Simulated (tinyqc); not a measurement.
Inside a calculation. Method: Hubbard ring of 5 sites. One step of it, computed by the program tinyqc.

Task: Mean-field iteration 1. H(up) = T + U n(down), H(down) = T + U n(up); fill the lowest levels; n(new) = n + mixing (n(out) - n); E = tr T (rho up + rho down) + U sum n_up n_down of the output.

one-body matrix (hopping and site energies) (eV), lower triangle:
```
           1          2          3          4          5
1   0.220000
2  -0.710000  -0.700000
3   0.000000  -0.710000   0.610000
4   0.000000   0.000000  -0.710000   0.860000
5  -0.710000   0.000000   0.000000  -0.710000  -0.090000
```

U = 11.200000 eV

electrons, up and down: 3  2

mixing = 0.500000

n(up) at the start (a guess, not normalised): 1 0.600000, 2 0.600000, 3 0.600000, 4 0.600000, 5 0.600000

n(down) at the start (a guess): 1 0.400000, 2 0.400000, 3 0.400000, 4 0.400000, 5 0.400000

Give: levels, up; levels, down; energy; n(up) after iteration 1; n(down) after iteration 1.

Result:

levels, up (eV): 3.025  3.899  4.561  5.619  6.195

levels, down (eV): 5.265  6.139  6.801  7.859  8.435

energy = 11.508 eV

n(up) after iteration 1: 1 0.573, 2 0.704, 3 0.558, 4 0.520, 5 0.645

n(down) after iteration 1: 1 0.325, 2 0.601, 3 0.259, 4 0.269, 5 0.545
